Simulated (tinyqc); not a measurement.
Esaki diode in forward bias, two-band WKB: effect of temperature.

Abrupt p-n junction, depletion approximation. Energies E are counted from the conduction-band edge of the neutral n side; its Fermi level lies at dn, that of the p side at dn - V, and the valence-band edge of the neutral p side at Em = dn + dp - V. Tunnelling needs 0 < E < Em. Two-band dispersion with equal masses m: inside the gap kappa = sqrt(m u (1 - u/Eg)/C), u the distance from a band edge, C = hbar^2/(2 m0).

Nc and Nv are given at 350 K and scale as (T/350 K)^1.5; Eg, m and eps_r are held. Nd = Nc F12(dn/Vt), Na = Nv F12(dp/Vt), F12(x) = (2/sqrt(pi)) int_0^infinity sqrt(u)/(1 + exp(u - x)) du; dn = EF - Ec on the n side, dp = Ev - EF on the p side (negative outside the bands); Vbi = Eg + dn + dp. W = sqrt(2 eps0 eps_r (Vbi - V)(1/Na + 1/Nd)/q), mean field F = (Vbi - V)/W, peak field 2 F. In a uniform field F the exponent is S = pi sqrt(m/C) Eg^1.5/(4 F). Transverse energy Et = C kt^2/m raises it to S (1 + 4 Et/Eg), so T = exp(-S) exp(-Et/Eb) with Eb = Eg/(4 S). KJ = (2 q^2/h) m/(4 pi C) (times 1e14 for A/cm^2 per eV^2). J = KJ exp(-S) Eb times the integral from 0 to Em of [f(E - dn) - f(E - dn + V)] [1 - exp(-min(E, Em - E)/Eb)] dE, f(x) = 1/(1 + exp(x/Vt)), with S and Eb from the mean field; J > 0 flows from p to n.

Values chosen for this exercise; band and dielectric values those of a made-up semiconductor: band gap Eg = 1.09 eV; relative permittivity eps_r = 10.7; conduction-band density of states at 350 K Nc = 6.93e17 cm^-3; valence-band density of states at 350 K Nv = 1.46e19 cm^-3; band-edge mass of the two-band model m = 0.081 m0; acceptor density Na = 5.9e19 cm^-3; donor density Nd = 9.8e18 cm^-3; bias of the p side V = 0.17 V.

Constants: q = 1.602176634e-19 C, kB = 1.380649e-23 J/K, hbar = 1.054571817e-34 J s, h = 6.62607015e-34 J s, m0 = 9.1093837015e-31 kg, Vt = kB T/q, eps0 = 8.8541878128e-14 F/cm where lengths are in cm, hbar^2/(2 m0) = 0.0380998212 eV nm^2. Results are converted to the units shown.

Result of one run:

| Vbi (V) | mean field (MV/cm) | S | J (A/cm^2) |
|---|---|---|---|
| 1.395 | 0.9329 | 13.97 | 1.548 |

Which temperature T gave this result: 100, 150, 200 or 400 K?

T = 100 K.

The whole series:

| T (K) | Vbi (V) | mean field (MV/cm) | S | J (A/cm^2) |
|---|---|---|---|---|
| 100 | 1.395 | 0.9329 | 13.97 | 1.548 |
| 150 | 1.394 | 0.9325 | 13.98 | 1.493 |
| 200 | 1.392 | 0.9318 | 13.99 | 1.416 |
| 300 | 1.386 | 0.9297 | 14.02 | 1.217 |
| 400 | 1.378 | 0.9266 | 14.06 | 0.9831 |

Vbi falls from 1.39 to 1.38 V, S rises from 14.0 to 14.1, and |J| falls from 1.55 to 0.983 A/cm^2, a spread of a factor 1.57. That is small against a thermally activated current. The shrinking of the gap with temperature, left out here, would raise J.

Range of the model: Parabolic densities of states, no band tails and no gap narrowing, all of which matter at such doping.

Computed by the program tinyqc: `OMP_NUM_THREADS=1 python tinyqc.py 2620106 2620107 out.jsonl`, one thread of a shared Intel Xeon 2.30GHz, about 0.01 s for the whole run.
